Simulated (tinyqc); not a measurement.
From image to dissolution rate: chemically amplified photoresist: aerial image, acid generation, bake, development and line width. Computed by tinyqc, a small Python program. Command: `OMP_NUM_THREADS=1 python tinyqc.py 3026935 3026936 out.jsonl resist walk`. One thread of a shared host (Intel(R) Xeon(R) Processor @ 2.30GHz), about 0.03 s of CPU time with the checks.

Lines and spaces of pitch p with a two-beam-like image; x = 0 is the middle of the bright space. The resist is positive and treated as uniform in depth.

Inputs (values chosen for the exercise, for a model resist at 193 nm): pitch p = 140 nm; image contrast c = 0.69; mean dose E = 25.6 mJ/cm^2; Dill parameter C = 0.017 cm^2/mJ; quencher load q, relative to the acid generator = 0.072; acid diffusivity D = 0.51 nm^2/s; bake time t = 45 s; amplification rate k_amp = 0.036 1/s; threshold protection m_th = 0.53; development selectivity n = 20; largest rate r_max = 480 nm/s; smallest rate r_min = 0.056 nm/s.

Method:
- Dose E(x) = E [1 + c cos(2 pi x/p)]; acid h = 1 - exp(-C E(x)).
- Bake: the acid image is blurred by a Gaussian of variance sigma^2 = 2 D t (each Fourier term k of h, taken on 64 points, is multiplied by exp(-4 pi^2 k^2 D t/p^2)).
- The quencher then removes q, h_eff = max(h_blurred - q, 0); protection m = exp(-k_amp t h_eff).
- Mack rate r = r_max (a + 1)(1 - m)^n/(a + (1 - m)^n) + r_min, a = ((n + 1)/(n - 1))(1 - m_th)^n.

Across half a pitch:
```
x/p   x (nm)  dose (mJ/cm^2)  blurred acid  protection m  rate (nm/s)
0.00       0          43.264       0.51410       0.48861   3.9862e+02
0.05       7          42.399       0.50705       0.49421   3.8261e+02
0.10      14          39.890       0.48609       0.51129   3.1873e+02
0.15      21          35.983       0.45182       0.54048   1.7556e+02
0.20      28          31.058       0.40567       0.58243   3.7636e+01
0.25      35          25.600       0.35040       0.63699   2.5220e+00
0.30      42          20.142       0.29048       0.70192   1.0413e-01
0.35      49          15.217       0.23214       0.77149   5.6237e-02
0.40      56          11.310       0.18277       0.83573   5.6000e-02
0.45      63           8.801       0.14956       0.88193   5.6000e-02
0.50      70           7.936       0.13783       0.89884   5.6000e-02
```

The dose varies by a factor 5.45 across the pattern and the rate by 7120.

Extremes, crossings and ranges named in words are read from the listed rows.
